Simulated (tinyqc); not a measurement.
Coherent transport through a tight-binding region between two chains, step by step. Computed by tinyqc, a small Python program that keeps every step. Settings: temperature = 300, mu = -0.47. Command: `OMP_NUM_THREADS=1 python tinyqc.py 22360 22361 out.jsonl` (the two numbers bound the seeds that draw the settings). One thread of a shared host (Intel(R) Xeon(R) Processor @ 2.60GHz), about 0.07 s of CPU time with the checks.

## Transmission at E = -0.54 eV

H of the central region (eV):
$$\begin{pmatrix}
0.9600 & -0.9900 \\
-0.9900 & 0.0400
\end{pmatrix}$$

Leads: semi-infinite chains with site energy 0:
```
parameter                           value
lead hopping t (eV)              1.120000
coupling to the left lead (eV)   0.490000
coupling to the right lead (eV)  0.620000
left contact site                       1
right contact site                      2
```

E = -0.5400 eV

Surface Green function g = (E - i sqrt(4 t^2 - E^2)) / (2 t^2); self-energy tc^2 g on each contact site; G = (E - H - Sigma)^(-1); Gamma = -2 Im Sigma; T = Gamma_L Gamma_R |G_LR|^2; local density of states -Im G_ii / pi.

g = -0.2152-0.8665i 1/eV

G (1/eV):
$$\begin{pmatrix}
-0.0696-0.8879i & 0.7216-1.2843i \\
0.7216-1.2843i & 0.7858-2.0305i
\end{pmatrix}$$

local density of states (1/eV): [0.2826, 0.6463]

transmission = 0.6016

## Transmission across the band

The same steps on a grid of energies.

T(E):
```
E (eV)          T
-2.128000  0.0015
-1.915200  0.0062
-1.702400  0.0156
-1.489600  0.0352
-1.276800  0.0802
-1.064000  0.1909
-0.851200  0.4372
-0.638400  0.6390
-0.425600  0.5041
-0.212800  0.3431
0.000000   0.2519
0.212800   0.2040
0.425600   0.1803
0.638400   0.1725
0.851200   0.1788
1.064000   0.2034
1.276800   0.2628
1.489600   0.4150
1.702400   0.8407
1.915200   0.5278
2.128000   0.0506
```

levels of the isolated region (eV): [-0.5917, 1.5917]

## Current

I = (2e/h) int T(E) [f(E - mu - V/2) - f(E - mu + V/2)] dE at 300 K with mu = -0.47 eV, the bias not changing H; 2e^2/h = 77.48092 microsiemens; the integral runs over the band on 4001 points.

Current:
```
V (volt)  I (microampere)
0.0100             0.4206
0.0500             2.1023
0.1000             4.2013
0.2000             8.3735
0.4000            16.4487
0.8000            29.7455
```
